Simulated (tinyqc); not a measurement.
# Avrami exponent and activation energy from three anneals

Question. Isothermal crystallisation follows X = 1 - exp(-(k t)^n) with k proportional to exp(-Ec q/(kB T)). Find n, k at both temperatures and Ec.

Constants: q = 1.602176634e-19 C, kB = 1.380649e-23 J/K. Results are converted to the units shown.

X at (417 K, 820 s), (417 K, 1640 s) and (437 K, 35 s): 0.24144048  0.79053136  0.44090154

Answer. -ln(1 - X) = (k t)^n: the two times give n, and the two rates give Ec.

n = 2.50
k at 417 K = 7.29e-4 1/s
k at 437 K = 0.0230 1/s
Ec = 2.71 eV

Numbers from tinyqc (`OMP_NUM_THREADS=1 python tinyqc.py 2490011 2490012 out.jsonl`; about 0.02 s on one thread of a shared Intel Xeon 2.30GHz).
